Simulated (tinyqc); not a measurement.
From results back to parameters: phonon-assisted absorption at an indirect gap. Four cases, with inputs chosen for the exercise.

Problem. A slab transmits Tr = (1 - R)^2 x/(1 - R^2 x^2) with x = exp(-alpha d) and R = ((nr - 1)/(nr + 1))^2.

Find: x; alpha.

Method. Tr R^2 x^2 + (1 - R)^2 x - Tr = 0; take the positive root, then alpha = -ln(x)/d.

Case 1.

Values chosen (out of a larger set: loosely those of SiGe at room temperature; Eg is not tied to T; not measured data): nr = 3.73 (refractive index); d = 80 micrometre (thickness).

Tr = 2.29636e-05

Solution.

x = 5.164e-05
alpha = 1.23e+03 1/cm

Case 2.

Values chosen (out of a larger set: loosely those of Si at room temperature; Eg is not tied to T; not measured data): nr = 3.61 (refractive index); d = 230 micrometre (thickness).

Tr = 3.03018e-05

Solution.

x = 6.564e-05
alpha = 419 1/cm

Case 3.

Values chosen (out of a larger set: loosely those of Si at room temperature; Eg is not tied to T; not measured data): nr = 3.63 (refractive index); d = 290 micrometre (thickness).

Tr = 2.80744e-05

Solution.

x = 6.119e-05
alpha = 335 1/cm

Case 4.

Values chosen (out of a larger set: loosely those of AlAs at room temperature; Eg is not tied to T; not measured data): nr = 3.08 (refractive index); d = 45 micrometre (thickness).

Tr = 0.00231272

Solution.

x = 0.004222
alpha = 1.21e+03 1/cm

Computed by tinyqc, one run a case: `OMP_NUM_THREADS=1 python tinyqc.py N N+1 out.jsonl` with N = 1681902, 1681910, 1681937, 1682007; one thread of a shared Intel(R) Xeon(R) Processor @ 2.30GHz, about 0.01 s a run at most.
